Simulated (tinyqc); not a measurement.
What each parameter does: metal-induced gap states at the contact of a metal chain and a two-band chain.

The semiconductor alternates sites A at -Eg/2 and C at +Eg/2 with hopping -t; the gap runs from -Eg/2 to Eg/2. In the gap cosh(q a) = 1 + (Eg^2/4 - E^2)/(2 t^2) and the amplitude changes by -exp(-q a) a period. The metal has site energy 0 and hopping -tm; its end site has g_m = (E - i sqrt(4 tm^2 - E^2))/(2 tm^2). Sites 1, 2, ... count into the semiconductor, with energies e1, e2 alternating. The clean half chain has g1 = 1/(E - e1 - t^2 g2), g2 = 1/(E - e2 - t^2 g1), decaying root. With the contact G11 = 1/(1/g1 - tc^2 g_m), and the density on site j is -Im G_jj/pi = |psi_j/psi_1|^2 (-Im G11/pi), per spin, with psi_2/psi_1 = -t g2, psi_3/psi_2 = -t g1.

Constants: e^2/(4 pi eps0) = 14.39964547 eV angstrom.

Values chosen for the exercise (gap and optical dielectric constant near those of SiC; the chain itself is a model; shifted at random, so the results belong to these values and not to a real crystal): Eg = 3.32 eV (gap); t = 2.44 eV (hopping in the semiconductor); tm = 1.62 eV (hopping in the metal); tc = 2.45 eV (hopping across the contact); end = C (site that touches the metal); a = 3.08 angstrom (period (two sites); one chain for each area a^2); eps = 6.4 (dielectric constant); E = 1.23 eV (energy from mid-gap).

xi = 1/(2q), summed density, and S = 1/(1 + 4 pi e^2 N xi/eps), N = 2 (summed density)/a^2.

One parameter was then changed.

Results before and after:
```
case     xi (angstrom)  summed density (1/eV)       S
base             3.400                0.10868  0.3123
changed          3.400                0.10868  0.3331
```

Which of these changes was made? (a) Eg = 3.652 eV; (b) t = 2.684 eV; (c) tm = 1.782 eV; (d) tc = 2.695 eV; (e) eps = 7.04; (f) end = A.

Answer: (e) eps = 7.04. Of the candidates, run in turn, only this one gives the changed row.

All candidates:
```
case           xi (angstrom)  summed density (1/eV)       S
base                   3.400                0.10868  0.3123
Eg = 3.652 eV          2.819                0.09266  0.3911
t = 2.684 eV           3.734                0.11274  0.2849
tm = 1.782 eV          3.400                0.11939  0.2924
tc = 2.695 eV          3.400                0.09507  0.3417
eps = 7.04             3.400                0.10868  0.3331
end = A                3.400                0.17765  0.2174
```

The decay length belongs to the semiconductor alone; the metal and the contact set only the amplitude.

Program tinyqc; command `OMP_NUM_THREADS=1 python tinyqc.py 1480024 1480025 out.jsonl`; about 0.01 s on one thread of a shared Intel(R) Xeon(R) Processor @ 2.30GHz.
